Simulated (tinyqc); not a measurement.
Energy and delay of logic against supply voltage: energy and delay against supply voltage.

One expression serves below and above threshold: I(Vg) = Ik [ln(1 + exp((Vg - VT + dd V)/(al nf Vt)))]^al, with I_on = I(V) and I_off = I(0). Gate delay td = kd C V/I_on, clock period LD td. Per gate and cycle the switching energy is act C V^2 and the leakage energy I_off V LD td. No short-circuit current, no variation. Minima are sought above 0.09 V; below a few Vt gates no longer switch and the model has no meaning.

EDP = energy times td.

Inputs (values chosen for the exercise); values of the order met in logic technologies:

| symbol | value | unit | meaning |
|---|---|---|---|
| T | 330 | K | temperature |
| VT | 0.18 | V | threshold voltage at zero drain bias |
| nf | 1.31 |  | slope factor |
| dd | 0.08 |  | barrier lowering per volt of supply |
| Ik | 0.39 | uA | specific current of a gate |
| al | 1.89 |  | exponent of the current law |
| C | 0.31 | fF | load capacitance of a gate |
| kd | 0.8 |  | delay factor |
| LD | 40 |  | logic depth |
| act | 0.1 |  | activity factor |

Constants: q = 1.602176634e-19 C, kB = 1.380649e-23 J/K, Vt = kB T/q. Results are converted to the units shown.

Results:
```
V (V)  I_on (uA)  I_off (nA)  td (ps)  switching (aJ)  leakage (aJ)  energy (aJ)  EDP (fJ ps)
0.15     0.13635      3.9458   272.83         0.69750        6.4592       7.1567       1.9526
0.27      1.1493      5.0460   58.263          2.2599        3.1752       5.4351      0.31667
0.38      3.7449      6.3135   25.165          4.4764        2.4150       6.8914      0.17342
0.5       8.5396      8.0484   14.521          7.7500        2.3374       10.087      0.14647
0.62      15.240      10.240   10.089          11.916        2.5623       14.479      0.14608
0.73      22.972      12.746   7.8809          16.520        2.9331       19.453      0.15331
0.85      33.090      16.146   6.3706          22.398        3.4973       25.895      0.16496
1.08      57.256      25.213   4.6779          36.158        5.0952       41.254      0.19298
1.2       72.302      31.672   4.1161          44.640        6.2575       50.897      0.20950
```

Estimate the missing row, V = 0.97 V.

Computed row:
```
V (V)  I_on (uA)  I_off (nA)  td (ps)  switching (aJ)  leakage (aJ)  energy (aJ)  EDP (fJ ps)
0.97      44.925      20.400   5.3547          29.168        4.2384       33.406      0.17888
```

With this row back in the table: td falls from 273 to 4.12 ps; the energy goes from 7.16 through a minimum of 5.44 (at V = 0.27 V among the rows listed) to 50.9 aJ and the EDP goes from 1.95 through a minimum of 0.146 (at V = 0.62 V among the rows listed) to 0.209 fJ ps. The exact minima lie at V = 0.255 V for the energy and 0.558 V for the EDP. Going from 1.2 V to the energy minimum saves a factor of 9.41 in energy and costs a factor of 16.5 in delay. Below the minimum the leakage energy rises faster than the switching energy falls, because the clock period grows so steeply.

Computed by the program tinyqc: `OMP_NUM_THREADS=1 python tinyqc.py 2082204 2082205 out.jsonl`, one thread of a shared Intel Xeon 2.30GHz, about 0.01 s for the whole run.
